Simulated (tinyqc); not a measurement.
A ladder of methods, and size consistency: correlation methods against full CI in the 6-31g basis, for H2, spin multiplicity 1. Computed by the program tinyqc with PySCF. All electrons correlated; +Q is the Davidson correction (1 - c0^2) E_corr. The last columns treat two copies 100 angstrom apart as one system. FCI is the lowest singlet.

Geometry (angstrom):
```
atom,x,y,z
H,0.0000,0.0000,0.0000
H,0.0000,0.0000,0.9540
```

RHF energy of one = -1.102973 hartree

Correlation energies (hartree):
```
method,E_corr of one,share of FCI (%),E_corr of two at 100 angstrom,two minus twice one (mhartree)
MP2,-0.019818,64.9732,-0.039636,0.0000
CISD,-0.030502,100.0000,-0.059556,1.4472
CISD+Q,-0.031264,102.4986,-0.062306,0.2215
CCSD,-0.030502,100.0000,-0.061003,0.0000
CCSD(T),-0.030502,100.0000,-0.061003,0.0000
FCI,-0.030502,100.0000,-,-
```

What does the comparison show, and why?

MP2 recovers 65 %, CISD 100.0 % and CCSD 100.0 % of the FCI value (c0^2 = 0.975 in CISD). MP2 and coupled cluster are size consistent, so their last column vanishes; CISD loses 1.45 mhartree, since a double excitation on each copy is a quadruple of the pair, and the Davidson correction leaves +0.22. With two electrons, or one virtual orbital, CISD and CCSD are exact for one copy, so +Q overshoots there.
